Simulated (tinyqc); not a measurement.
Worked calculation: RHF in the sto-3g basis, for BeH+, spin multiplicity 1. One step of it, computed by the program tinyqc.

Question. Iteration 1: diagonalisation and new density. Diagonalise F' = X^T F X, C = X C', fill 2 alpha and 2 beta electrons from the bottom; D = 2 C_occ C_occ^T. Each column has its largest component positive (the first on a tie).

Fock matrix F (hartree):
```
,1Be 1s,1Be 2s,1Be 2px,1Be 2py,1Be 2pz,2H 1s
1Be 1s,-6.041362,-1.394905,0.073356,-0.050252,-0.122902,-0.228498
1Be 2s,-1.394905,-1.069264,-0.020652,0.011693,0.056453,-0.317712
1Be 2px,0.073356,-0.020652,-0.558335,0.024880,0.026561,-0.079938
1Be 2py,-0.050252,0.011693,0.024880,-0.503685,-0.030007,0.011643
1Be 2pz,-0.122902,0.056453,0.026561,-0.030007,-0.599843,-0.336588
2H 1s,-0.228498,-0.317712,-0.079938,0.011643,-0.336588,-0.457151
```

X:
```
,1,2,3,4,5,6
1Be 1s,0.260723,0.783397,0.000000,0.000000,0.596821,0.198808
1Be 2s,-0.779606,-0.581042,0.000000,0.000000,0.447981,0.394002
1Be 2px,0.000000,0.000000,0.976064,-0.217485,0.000000,0.000000
1Be 2py,0.000000,0.000000,0.217485,0.976064,0.000000,0.000000
1Be 2pz,-0.816470,0.504447,0.000000,0.000000,-0.500441,0.381249
2H 1s,1.080273,-0.227134,0.000000,0.000000,-0.198978,0.524507
```

Give: F' = X^T F X; orbital energies; coefficients C; D after iteration 1.

Answer.

F' = X^T F X (hartree):
```
,1,2,3,4,5,6
1,-0.302,-0.511,-0.068,0.030,-0.361,-0.091
2,-0.511,-3.031,0.085,-0.084,-2.323,-1.095
3,-0.068,0.085,-0.545,0.034,0.034,-0.027
4,0.030,-0.084,0.034,-0.517,-0.020,-0.005
5,-0.361,-2.323,0.034,-0.020,-3.189,-1.211
6,-0.091,-1.095,-0.027,-0.005,-1.211,-1.152
```

orbital energies (hartree): MO1 -6.052, MO2 -0.844, MO3 -0.611, MO4 -0.575, MO5 -0.491, MO6 -0.163

coefficients C:
```
,MO1,MO2,MO3,MO4,MO5,MO6
1Be 1s,1.008,-0.203,-0.034,0.109,0.000,0.083
1Be 2s,-0.034,0.951,0.048,-0.387,0.000,-0.494
1Be 2px,-0.014,0.160,0.483,0.760,0.325,-0.241
1Be 2py,0.009,-0.105,-0.025,-0.340,0.932,0.063
1Be 2pz,0.025,-0.351,0.561,-0.473,-0.144,-0.797
2H 1s,-0.004,-0.012,0.452,0.093,-0.032,1.149
```

D after iteration 1:
```
,1Be 1s,1Be 2s,1Be 2px,1Be 2py,1Be 2pz,2H 1s
1Be 1s,2.115,-0.456,-0.093,0.062,0.193,-0.003
1Be 2s,-0.456,1.810,0.304,-0.200,-0.668,-0.022
1Be 2px,-0.093,0.304,0.051,-0.034,-0.113,-0.004
1Be 2py,0.062,-0.200,-0.034,0.022,0.074,0.002
1Be 2pz,0.193,-0.668,-0.113,0.074,0.247,0.008
2H 1s,-0.003,-0.022,-0.004,0.002,0.008,0.000
```
